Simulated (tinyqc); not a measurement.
One-sided p+-n junction, ionisation integral and breakdown: two steps of the calculation.

A p+ layer at x < 0 and an n drift layer from x = 0. Depletion approximation, built-in voltage neglected. Local ionisation coefficients alpha_n = an exp(-(bn/E)^mx), alpha_p = ap exp(-(bp/E)^mx). Electrons move towards +x, holes towards x = 0.

Parameters, values chosen for the exercise; material values close to those of gallium nitride: relative permittivity eps_r = 9.44; prefactor of the electron ionisation coefficient an = 2.71e8 1/cm; field constant for electrons bn = 3.23e7 V/cm; prefactor of the hole ionisation coefficient ap = 1.25e8 1/cm; field constant for holes bp = 2.08e7 V/cm; exponent mx = 1; donor density of the drift layer N = 6e15 cm^-3; reverse voltage V = 2340 V; share of the depleted width that the grid covers fr = 0.6.

Constants: q = 1.602176634e-19 C, eps0 = 8.8541878128e-14 F/cm where lengths are in cm. Results are converted to the units shown.

Task 1. Field and ionisation coefficients on a grid. W = sqrt(2 eps0 eps_r V/(q N)), peak field E0 = q N W/(eps0 eps_r), falling linearly to 0 at W. Grid: 14 equal steps from 0 to fr W.

Find: W; x; E; alpha_n; alpha_p.

Result 1.

W = 20.17 um

```
point  x (um)  E (kV/cm)  alpha_n (1/cm)  alpha_p (1/cm)
0        0.00       2320           243.6         1.597e4
1        0.86       2221           130.6         1.069e4
2        1.73       2121           66.03            6891
3        2.59       2022           31.23            4254
4        3.46       1922           13.67            2499
5        4.32       1823           5.465            1385
6        5.19       1723           1.966           717.0
7        6.05       1624          0.6242           342.4
8        6.92       1525          0.1706           148.5
9        7.78       1425         0.03891           57.34
10       8.65       1326        0.007110           19.19
11       9.51       1226        9.861e-4           5.378
12      10.37       1127        9.652e-5           1.204
13      11.24       1027        6.024e-6          0.2018
14      12.10      928.0        2.075e-7         0.02306
```

Task 2. Ionisation integrals by the trapezoid rule. G(x) = integral from 0 to x of (alpha_n - alpha_p); I_n = integral of alpha_n exp(-G) (electrons injected at x = 0), I_p = integral of alpha_p exp(G(end) - G) (holes injected at the far edge); M = 1/(1 - I). All integrals by the trapezoid rule on the grid.

```
point     x (um)  alpha_n (1/cm)  alpha_p (1/cm)
0       0.000000       243.56619       15969.223
1       0.864521       130.58245       10689.129
2       1.729043       66.034589       6890.5885
3       2.593564       31.227143       4254.1650
4       3.458085       13.666194       2498.6529
5       4.322606       5.4652728       1384.7957
6       5.187128       1.9662961       716.95200
7       6.051649      0.62419915       342.44184
8       6.916170      0.17060762       148.53425
9       7.780691     0.038910806       57.338813
10      8.645213    0.0071097249       19.189519
11      9.509734    9.8610789e-4       5.3776199
12     10.374255    9.6515473e-5       1.2039840
13     11.238776    6.0244271e-6      0.20176729
14     12.103298    2.0753368e-7     0.023059210
```

Find: G; alpha_n exp(-G); I_n; I_p; M_n; M_p.

Result 2.

```
point       G  alpha_n exp(-G) (1/cm)
0       0.000                   243.6
1      -1.136                   406.7
2      -1.888                   436.0
3      -2.365                   332.4
4      -2.655                   194.4
5      -2.822                    91.9
6      -2.913                    36.2
7      -2.958                    12.0
8      -2.980                     3.4
9      -2.988                     0.8
10     -2.992                     0.1
11     -2.993                     0.0
12     -2.993                     0.0
13     -2.993                     0.0
14     -2.993                     0.0
```

I_n = 0.1414
I_p = 0.9329
M_n = 1.165
M_p = 14.91

Program tinyqc, `OMP_NUM_THREADS=1 python tinyqc.py 2120068 2120069 out.jsonl`; Intel Xeon 2.30GHz, shared host, one thread, about 0.07 s.
